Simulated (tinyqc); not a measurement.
# Semiconductor laser, carrier and photon rate equations: what changes with what

Carrier density N and photon density S in one mode: dN/dt = F1 = eta I/(q V) - (A N + B N^2 + C N^3) - vg g S; dS/dt = F2 = G vg g S + G be B N^2 - S/tp, with g = g0 ln(N/Ntr)/(1 + ec S). Output power P = Fo Eph S V/(G tp). No heating, no carrier transport.

Values chosen for this exercise:
```
symbol    value    unit                                      meaning
V       4.8e-11    cm^3                                active volume
G         0.064                                   confinement factor
vg       7.92e9    cm/s                               group velocity
g0         2800    1/cm                             gain coefficient
Ntr      2.8e18   cm^-3                         transparency density
ec      1.3e-17    cm^3                             gain compression
tp          3.1      ps                              photon lifetime
A         1.3e8     1/s             defect recombination coefficient
B       8.4e-11  cm^3/s                        radiative coefficient
C       4.7e-30  cm^6/s                            Auger coefficient
be       2.1e-5          share of spontaneous emission into the mode
eta        0.86                                 injection efficiency
Fo         0.51                share of cavity losses that is output
Eph         1.9      eV                                photon energy
I            68      mA                                drive current
```

Constants: q = 1.602176634e-19 C. Results are converted to the units shown.

Each table varies one quantity; the others keep the values above.

## Effect of the gain coefficient on threshold and bandwidth

gth = 1/(G vg tp), Nth = Ntr exp(gth/g0), Ith = q V (A Nth + B Nth^2 + C Nth^3)/eta. N and S are the steady state (F1 = F2 = 0, S > 0). Jacobian, with a = g0/(N (1 + ec S)) and d = g/(1 + ec S): J11 = -(A + 2 B N + 3 C N^2) - vg a S, J12 = -vg d, J21 = G vg a S + 2 G be B N, J22 = G vg d - 1/tp. wR^2 = det J, gamma = -trace J, fR = wR/(2 pi); the response wR^2/(wR^2 - w^2 + i gamma w) falls to 1/sqrt(2) at w^2 = x + sqrt(x^2 + wR^4), x = wR^2 - gamma^2/2 (f3dB = w/(2 pi)).

Result of one run:
```
g0 (1/cm),Ith (mA),P (mW),fR (GHz),gamma (1/ns),f3dB (GHz)
1900,18.578,41.046,5.8141,9.6516,8.9220
```

What becomes of these results when the gain coefficient g0 is changed from 1900 to 4000 1/cm, all else the same?

Result of the changed run:
```
g0 (1/cm),Ith (mA),P (mW),fR (GHz),gamma (1/ns),f3dB (GHz)
4000,13.399,45.450,9.6854,17.300,14.833
```

The whole series:
```
g0 (1/cm),Ith (mA),P (mW),fR (GHz),gamma (1/ns),f3dB (GHz)
1900,18.578,41.046,5.8141,9.6516,8.9220
2400,16.296,42.987,6.9214,11.514,10.621
3100,14.584,44.443,8.2396,14.061,12.635
4000,13.399,45.450,9.6854,17.300,14.833
5100,12.588,46.139,11.210,21.243,17.136
6500,11.990,46.647,12.897,26.253,19.665
8400,11.522,47.044,14.887,33.048,22.619
```

As g0 goes from 1900 to 8400 1/cm, Ith falls from 18.6 to 11.5 mA, fR rises from 5.81 to 14.9 GHz, gamma rises from 9.65 to 33.0 1/ns and f3dB rises from 8.92 to 22.6 GHz.

## Modulation bandwidth against current

Same model as above.

The same in every row: Ith (mA) = 15.189.

Modulation bandwidth against current:
```
I (mA),P (mW),fR (GHz),gamma (1/ns),f3dB (GHz)
20,4.0026,2.3442,2.0255,3.6302
29,11.489,3.9652,4.0982,6.1315
43,23.134,5.6128,7.3093,8.6547
64,40.602,7.4085,12.074,11.374
95,66.387,9.4224,18.991,14.373
140,103.82,11.692,28.790,17.671
210,162.04,14.434,43.487,21.508
310,245.22,17.462,63.395,25.513
460,369.98,20.932,91.057,29.724
```

As I goes from 20 to 460 mA, fR rises from 2.34 to 20.9 GHz, gamma rises from 2.03 to 91.1 1/ns and f3dB rises from 3.63 to 29.7 GHz. Against I - Ith, fR goes with exponent 0.50 at the start and 0.44 at the end (1/2 without compression). The slope of gamma against fR^2 between the third and fourth rows, the K factor, is 0.204 ns. For I = 210 to 460 mA the current exceeds 12 Ith, where heating, left out here, usually rolls the output over.

## Effect of the gain compression on threshold and bandwidth

Same model as above.

The same in every row: Ith (mA) = 15.19.

Result of one run:
```
ec (cm^3),P (mW),fR (GHz),gamma (1/ns),f3dB (GHz)
2.2e-17,43.87,7.652,16.13,11.65
```

What becomes of these results when the gain compression ec is changed from 2.2e-17 to 4.6e-18 cm^3, all else the same?

Result of the changed run:
```
ec (cm^3),P (mW),fR (GHz),gamma (1/ns),f3dB (GHz)
4.6e-18,43.98,7.747,9.965,11.95
```

The whole series:
```
ec (cm^3),P (mW),fR (GHz),gamma (1/ns),f3dB (GHz)
1e-18,44.00,7.767,8.655,12.00
2.2e-18,44.00,7.760,9.093,11.98
4.6e-18,43.98,7.747,9.965,11.95
1e-17,43.95,7.717,11.91,11.86
2.2e-17,43.87,7.652,16.13,11.65
4.6e-17,43.72,7.527,24.19,11.15
1e-16,43.38,7.265,40.68,9.666
```

As ec goes from 1e-18 to 1e-16 cm^3, Ith stays at 15.2 mA, fR falls from 7.77 to 7.26 GHz, gamma rises from 8.66 to 40.7 1/ns and f3dB falls from 12.0 to 9.67 GHz.

Computed by the program tinyqc: `OMP_NUM_THREADS=1 python tinyqc.py 2840030 2840031 out.jsonl`, one thread of a shared Intel Xeon 2.30GHz, about 0.01 s for the whole run.
